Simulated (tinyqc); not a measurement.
From results back to parameters: recursion (Haydock) method for the local density of states: bulk site of a square lattice. Two cases, with inputs chosen for the exercise.

Problem. A local density has moments mu1 = a0, mu2 = a0^2 + b1^2 and, for a1 = a2 = 0, mu4 = a0^4 + 3 a0^2 b1^2 + b1^4 + b1^2 b2^2; b1^2 = (number of neighbours) t^2. The moments come from a hidden site.

Find: a0, b1, b2; neighbours.

Method. Take the moments in turn: mu1 gives a0, mu2 gives b1, mu4 gives b2.

Case 1.

Values chosen: t = 0.94 eV (hopping).

mu1, mu2, mu4 (eV^n): 0.00000  3.53440  28.10696

Solution.

a0, b1, b2 (eV): 0.000  1.880  2.102

neighbours = 4

Case 2.

Values chosen: t = 1.14 eV (hopping).

mu1, mu2, mu4 (eV^n): 0.00000  5.19840  60.80257

Solution.

a0, b1, b2 (eV): 0.000  2.280  2.549

neighbours = 4

Computed by tinyqc, one run a case: `OMP_NUM_THREADS=1 python tinyqc.py N N+1 out.jsonl` with N = 1451046, 1451054; one thread of a shared Intel(R) Xeon(R) Processor @ 2.30GHz, about 0.01 s a run at most.
